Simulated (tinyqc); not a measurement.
Inside a calculation. Method: Rayleigh-quotient iteration on a symmetric matrix. Computed by tinyqc, a small Python program that keeps every step. Settings: method = rayleigh, shift = 0.68. Command: `OMP_NUM_THREADS=1 python tinyqc.py 24303 24304 out.jsonl` (the two numbers bound the seeds that draw the settings). One thread of a shared host (Intel(R) Xeon(R) Processor @ 2.60GHz), about 0.01 s of CPU time with the checks.

## Step 1

A:
```
[[0.33000, 0.23600, -0.27900],
 [0.23600, 3.16100, -0.12600],
 [-0.27900, -0.12600, 4.40400]]
```

vector v at the start: [0.57735, 0.57735, 0.57735]

shift = 0.68000

solve (A - shift) w = v; v' = w/|w| with its largest component positive (the first on a tie); lambda = v'^T A v'; the next shift is lambda.

vector after step 1: [0.96747, -0.24983, -0.03975]

Rayleigh quotient after step 1 = 0.41800

## Step 2

As before.

vector after step 2: [0.99512, -0.07084, 0.06869]

Rayleigh quotient after step 2 = 0.29324

## Course of the iteration

Stop when the residual |A v - lambda v| is below 1e-9.

Steps:
```
step     lambda  residual
1     0.4180036  6.16e-01
2     0.2932401  2.68e-02
3     0.2930028  2.12e-06
4     0.2930028  5.69e-17
```

all eigenvalues, for comparison: [0.29300, 3.16310, 4.43890]

Converged in 4 steps.
